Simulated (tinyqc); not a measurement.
Choosing the offset: vacuum evaporation: vapour pressure, source flux, thickness distribution, purity and step coverage. Computed by tinyqc, a small Python program. Command: `OMP_NUM_THREADS=1 python tinyqc.py 3112855 3112856 out.jsonl evap walk`. One thread of a shared host (Intel(R) Xeon(R) Processor @ 2.30GHz), about 0.01 s of CPU time with the checks.

Molecular flow, unit sticking of the metal, no re-evaporation. The background gas is taken as water vapour (18.015 g/mol, collision diameter 0.37 nm) at 300 K.

Inputs (values chosen for the exercise, modelled on gold, with constants for the liquid): directionality n = 2; source-to-wafer distance h = 60 cm; wafer radius R = 7.5 cm.

Method. Rotating wafer, source offset by s and facing upwards: thickness at radius r is the mean over the angle a of (1 + (r^2 + s^2 - 2 r s cos a)/h^2)^(-(n + 3)/2), by 360 equal steps; non-uniformity (max - min)/(max + min) over 21 radii from 0 to R. The curvature at the centre vanishes at s/h = sqrt(2/(n + 3)).

Against the offset:
```
s/h  centre thickness  edge over centre  non-uniformity (%)
0.0            1.0000            0.9620              1.9378
0.2            0.9066            0.9682              1.6183
0.4            0.6900            0.9826              0.8785
0.5            0.5724            0.9904              0.4812
0.6            0.4636            0.9976              0.1204
0.7            0.3690            1.0037              0.1827
0.8            0.2903            1.0085              0.4214
0.9            0.2269            1.0120              0.5984
1.1            0.1377            1.0161              0.8009
```

What follows from these numbers?

The best row, s/h = 0.6, has 0.12 % against 1.9 % on the axis, at the price of a rate lower by a factor 2.16; the small-wafer optimum is sqrt(2/(n + 3)) = 0.63.

Extremes, crossings and ranges named in words are read from the listed rows.
